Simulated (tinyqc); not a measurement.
Inside a calculation. Method: extended Hueckel theory, for H3+. The parameters take no account of the charge, which enters only through the electron count. One step of it, computed by the program tinyqc.

Task: Orbitals. Solve H C = S C e through S^(-1/2); fill by pairs from the bottom, a degenerate level sharing its electrons equally; each orbital has its largest coefficient positive (the first on a tie).

H (eV), order 1H 1s, 2H 1s, 3H 1s:
```
[[-13.600000, -10.081270, -10.081270],
 [-10.081270, -13.600000, -2.412133],
 [-10.081270, -2.412133, -13.600000]]
```

overlap S, order 1H 1s, 2H 1s, 3H 1s:
```
[[1.000000, 0.494180, 0.494180],
 [0.494180, 1.000000, 0.118242],
 [0.494180, 0.118242, 1.000000]]
```

valence electrons = 2

Give: orbital energies; occupations; coefficients; sum of one-electron energies.

Result:

orbital energies (eV): [-16.5374, -12.6881, -1.3923]

occupations: [2.0000, 0.0000, 0.0000]

coefficients, order 1H 1s, 2H 1s, 3H 1s:
```
[[0.5100, 0.0000, 1.2310],
 [0.3924, 0.7530, -0.7999],
 [0.3924, -0.7530, -0.7999]]
```

sum of one-electron energies = -33.0749 eV
